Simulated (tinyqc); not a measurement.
## Electron density from the centroid

Problem. In the Fang-Howard model the centroid is 3/b with b^3 = 6 (mz1/C) q (Nd + 11 Ns/32)/(eps0 eps_r), C = hbar^2/(2 m0), the field in eV/nm. Find b and Ns.

Values chosen for this exercise; masses and permittivity close to those of silicon (100): relative permittivity eps_r = 11.5; mass along z of valley set A (2 valley(s)) mz1 = 0.926 m0; sheet density of depletion charge Nd = 5.6e11 cm^-2.

Constants: q = 1.602176634e-19 C, hbar = 1.054571817e-34 J s, m0 = 9.1093837015e-31 kg, eps0 = 8.8541878128e-14 F/cm where lengths are in cm, hbar^2/(2 m0) = 0.0380998212 eV nm^2. Results are converted to the units shown.

centroid = 1.3942756 nm

Answer. b = 3/centroid gives Nd + 11 Ns/32, from which the depletion charge is taken off.

b = 2.15 1/nm
Ns = 1.10e13 cm^-2

tinyqc, about 1 s, one thread, Intel Xeon 2.30GHz (shared host): `OMP_NUM_THREADS=1 python tinyqc.py 2160149 2160150 out.jsonl`
